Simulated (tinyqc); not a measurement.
MOS structure on a p-type body with a doping step, non-linear Poisson equation by Newton steps: one step of the calculation.

One dimension, insulator interface at x = 0, acceptor density N1 for x < x1 and Na beyond, net doping C = -(acceptor density). psi is counted from the intrinsic level: n = ni exp((psi - Vb)/Vt), p = ni exp(-psi/Vt); deep in the body psi_b = -Vt ln(Na/ni). The gate acts through Cox = eps0 eox/tox and has the potential psi_G = Vg - (phiM - chi - Vt ln(Nc/ni)). Boltzmann statistics, full ionisation, classical densities, no oxide or interface charge.

Task. Converged densities and sheet charges. n and p as above; box widths w_i (half boxes at both ends); band bending psi_0 - psi_b; N_inv = sum w n; N_dep = -sum w (p + C); centroid sum w n x/N_inv; gate charge Cox (psi_G - psi_0)/q.

Parameters, values chosen for the exercise; band and dielectric values close to those of silicon: temperature T = 300 K; band gap Eg = 1.12 eV; conduction-band density of states at T Nc = 2.79e19 cm^-3; valence-band density of states at T Nv = 2.65e19 cm^-3; electron affinity chi = 4.12 eV; relative permittivity of the gate insulator (close to hafnium oxide) eox = 22.4; insulator thickness tox = 26 nm; gate work function phiM = 4.65 eV; electron quasi-Fermi potential against the body Vb = 0.4 V; gate voltage against the body Vg = 1.12 V.

Constants: q = 1.602176634e-19 C, kB = 1.380649e-23 J/K, Vt = kB T/q, eps0 = 8.8541878128e-14 F/cm where lengths are in cm. Results are converted to the units shown.

| node | x (nm) | converged psi (V) | net doping C (cm^-3) |
|---|---|---|---|
| 0 | 0 | 0.90161346 | -3.3e16 |
| 1 | 0.5 | 0.89284984 | -3.3e16 |
| 2 | 1.32 | 0.88022973 | -3.3e16 |
| 3 | 2.65 | 0.86263033 | -3.3e16 |
| 4 | 4.82 | 0.83787148 | -3.3e16 |
| 5 | 8.38 | 0.80165721 | -3.3e16 |
| 6 | 14.2 | 0.74642503 | -3.3e16 |
| 7 | 23.6 | 0.66172333 | -3.3e16 |
| 8 | 39.1 | 0.53215642 | -3.3e16 |
| 9 | 64.3 | 0.34813538 | -3.3e16 |
| 10 | 106 | 0.11605295 | -3.3e16 |
| 11 | 173 | -0.06775445 | -6.6e15 |
| 12 | 283 | -0.26843176 | -6.6e15 |
| 13 | 462 | -0.34036645 | -6.6e15 |
| 14 | 754 | -0.34472343 | -6.6e15 |
| 15 | 1230 | -0.34481904 | -6.6e15 |

ni = 1.0637488e10 cm^-3

Wanted: n; p; band bending; N_inv; N_dep; centroid of the electrons; gate charge over q.

Result.

| node | n (cm^-3) | p (cm^-3) |
|---|---|---|
| 0 | 2.842e18 | 7.593e-6 |
| 1 | 2.025e18 | 1.066e-5 |
| 2 | 1.243e18 | 1.736e-5 |
| 3 | 6.291e17 | 3.430e-5 |
| 4 | 2.414e17 | 8.938e-5 |
| 5 | 5.948e16 | 3.627e-4 |
| 6 | 7.023e15 | 0.003072 |
| 7 | 2.652e14 | 0.08135 |
| 8 | 1.766e12 | 12.22 |
| 9 | 1.431e9 | 1.508e4 |
| 10 | 1.806e5 | 1.195e8 |
| 11 | 147.5 | 1.462e11 |
| 12 | 0.06276 | 3.438e14 |
| 13 | 0.003884 | 5.556e15 |
| 14 | 0.003281 | 6.576e15 |
| 15 | 0.003269 | 6.600e15 |

band bending = 1.246 V
N_inv = 5.511e11 cm^-2
N_dep = 6.347e11 cm^-2
centroid of the electrons = 2.152 nm
gate charge over q = 1.186e12 cm^-2

N_inv + N_dep is within 0.01 % of the gate charge.

Numbers from tinyqc (`OMP_NUM_THREADS=1 python tinyqc.py 2080148 2080149 out.jsonl`; about 0.4 s on one thread of a shared Intel Xeon 2.30GHz).
